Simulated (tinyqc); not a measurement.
Metal gate on a two-layer dielectric stack with fixed charge and a dipole: flat band against the thickness t1.

Gate, layer 2, layer 1, p-type semiconductor; x runs from the gate inwards. Charges are counted in units of +q. psi is the band bending at the surface, positive towards inversion. Classical charge, Boltzmann statistics, no interface traps.

EOT = 3.9 (t1/e1 + t2/e2), Cox = eps0/(t1/e1 + t2/e2); phi_ms = pM - (chi + Eg - Vt ln(Nv/Na)). Vfb = phi_ms + Vd - (q/eps0) [Q1 (t1/e1 + t2/e2) + Q2 t2/e2 + r1 (t1^2/(2 e1) + t1 t2/e2) + r2 t2^2/(2 e2)]: each charge counts with its electrical distance from the gate. ni = sqrt(Nc Nv) exp(-Eg/(2 Vt)), Eg in volts, pB = Vt ln(Na/ni), Vth = Vfb + 2 pB + sqrt(4 q eps0 eps_r Na pB)/Cox.

Inputs (values chosen for the exercise); band and dielectric values close to those of germanium, layer 1 close to silicon dioxide, layer 2 close to aluminium oxide:
- T = 300 K (temperature)
- Eg = 0.672 eV (band gap)
- eps_r = 15.9 (relative permittivity)
- Nc = 1.02e19 cm^-3 (conduction-band density of states at T)
- Nv = 6.1e18 cm^-3 (valence-band density of states at T)
- chi = 3.98 eV (electron affinity)
- Na = 2.2e18 cm^-3 (acceptor density)
- pM = 4.36 eV (work function of the gate metal)
- e1 = 3.83 (relative permittivity of layer 1)
- t2 = 2.7 nm (thickness of layer 2, next to the gate)
- e2 = 8.81 (relative permittivity of layer 2)
- Q1 = 1.8e11 cm^-2 (fixed charge at the semiconductor interface)
- Q2 = -2e12 cm^-2 (fixed charge between the layers)
- r1 = 2.6e18 cm^-3 (uniform charge density in layer 1)
- r2 = 7.2e17 cm^-3 (uniform charge density in layer 2)
- Vd = -0.42 V (flat-band shift by a dipole layer between the layers)

Constants: q = 1.602176634e-19 C, kB = 1.380649e-23 J/K, Vt = kB T/q, eps0 = 8.8541878128e-14 F/cm where lengths are in cm. Results are converted to the units shown.

Results:

| t1 (nm) | EOT (nm) | Vfb (V) | Vth (V) |
|---|---|---|---|
| 0.5 | 1.704 | -0.6031 | 0.3857 |
| 1 | 2.214 | -0.6192 | 0.4839 |
| 1.5 | 2.723 | -0.6383 | 0.5791 |
| 2.5 | 3.741 | -0.6858 | 0.7603 |
| 3 | 4.250 | -0.7141 | 0.8463 |
| 3.5 | 4.759 | -0.7456 | 0.9292 |
| 4 | 5.268 | -0.7801 | 1.009 |

Estimate the missing row, t1 = 2 nm.

Computed row:

| t1 (nm) | EOT (nm) | Vfb (V) | Vth (V) |
|---|---|---|---|
| 2 | 3.232 | -0.6605 | 0.6713 |

With this row back in the table: Vfb falls from -0.603 to -0.780 V and Vth rises from 0.386 to 1.01 V. The slope dVfb/dEOT is -31.6 mV/nm between the first two rows and -67.7 between the last two: the charge inside the growing layer bends the line. A line through the end rows meets EOT = 0 at -0.518 V, against phi_ms + Vd = -0.686 V; an effective work function read from it is off by -253 mV from pM. In every row Na exceeds a tenth of Nv, where Boltzmann statistics begin to fail.

tinyqc, about 0.01 s, one thread, Intel Xeon 2.30GHz (shared host): `OMP_NUM_THREADS=1 python tinyqc.py 2010098 2010099 out.jsonl`
